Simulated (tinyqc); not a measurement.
Worked calculation: k.p theory built from an empirical-pseudopotential calculation at Gamma. Values are carried at full precision from step to step, so a last printed digit may differ when a step is redone from the rounded ones.

Empirical pseudopotential on the fcc lattice, atoms at +/- tau, tau = a (1,1,1)/8, no spin-orbit coupling. H(G,G') = c (2 pi/a)^2 |k + G|^2 delta + VS(q) cos(q.tau) + i VA(q) sin(q.tau), q = G - G', c = hbar^2/2m0; k and G in units of 2 pi/a; VS at |q|^2 = 3, 8, 11 and VA at 3, 4, 11, in rydberg, zero elsewhere. The basis is fixed: all 89 G with |G|^2 up to Gcut. Energies are counted from the fourth level at Gamma.

Constants: hbar^2/2m0 = 3.80998211 eV angstrom^2; Ry = 13.60569312 eV.

Inputs chosen for the exercise (near those of GaP; the results hold for these values, not for the real material): a = 5.441 angstrom (lattice constant); VS = (-0.225, 0.031, 0.07) Ry (symmetric form factors); VA = (0.121, 0.071, 0.02) Ry (antisymmetric form factors); Gcut = 19 (2 pi/a)^2 (largest |G|^2 of the fixed basis).

## Levels at Gamma

Diagonalise H at k = 0 and group equal levels.

Multiplets at Gamma:
```
multiplet  degeneracy    E (eV)
1                   1  -13.0833
2                   3    0.0000
3                   1    2.7093
4                   3    5.2589
5                   2    9.1824
6                   1    9.9498
7                   3   13.9003
8                   1   16.4321
9                   3   28.8814
```

The lowest empty multiplet is a singlet at 2.709 eV; the lowest empty singlet (s-like) is multiplet 3.

## Mass of the s-like conduction level (multiplet 3)

For a multiplet A of d_A states, W(B) = (4 c/(3 d_A)) sum over n in A, m in B and i = x, y, z of |<n|G_i|m>|^2 (G in 1/angstrom, <n|G_i|m> = sum_G c_n(G)* G_i c_m(G)); the mean inverse mass of A is 1 + sum_B W(B)/(E_A - E_B). Multiplets with W = 0 are left out.

List the couplings (the first eight at most); W to the valence triplet is the Kane energy Ep.

Couplings:
```
multiplet B  degeneracy  E_B (eV)   W (eV)  W/(E_A - E_B)
2                     3    0.0000  18.5111         6.8324
4                     3    5.2589   0.0851        -0.0334
7                     3   13.9003   0.2477        -0.0221
11                    3   29.9853   0.2689        -0.0099
12                    3   31.1048   0.4302        -0.0151
15                    3   44.9861   0.0207        -0.0005
17                    3   45.5702   0.0004         0.0000
19                    3   46.9845   0.0133        -0.0003
```

sum over the higher multiplets = -0.0031
1/m = 7.7480

Ep = 18.51 eV. The valence triplet gives 6.83, all other levels together -0.08; m = 0.1291, against 0.1277 for two levels alone.

## Valence parameters

Fold all other levels onto the valence triplet: D(u) = c + 4 c^2 sum_m <n|u.G|m><m|u.G|n'>/(0 - E_m), in units of c. Along [100] its eigenvalues are L (once) and M (twice); along [111] (L + 2M + 2N)/3 (once) and (L + 2M - N)/3 (twice). Then g1 = -(L + 2M)/3, g2 = -(L - M)/6, g3 = -N/6.

eigenvalues along [100]: [-7.208, -1.984, -1.984]

eigenvalues along [111]: [-9.547, -0.815, -0.815]

L, M, N: [-7.208, -1.984, -8.732]

g1, g2, g3: [3.726, 0.871, 1.455]

With spin-orbit coupling added at fixed g1, g2, g3 and large against the hole energy these give heavy and light masses along [100] of 0.504 and 0.183. The s-like level alone adds Ep/(3E) = 2.28 to g1. Local form factors fix Ep and the gap only roughly, so these values can lie far from measured ones.

## Checks

- 1/m of the s-like level from the sum against the curvature of the band: both 7.748.
- L and M against the curvatures along [100]: largest relative difference 6.0e-07.

tinyqc: `OMP_NUM_THREADS=1 python tinyqc.py 1051576 1051577 out.jsonl`; about 0.7 s, one thread, shared Intel(R) Xeon(R) Processor @ 2.30GHz.
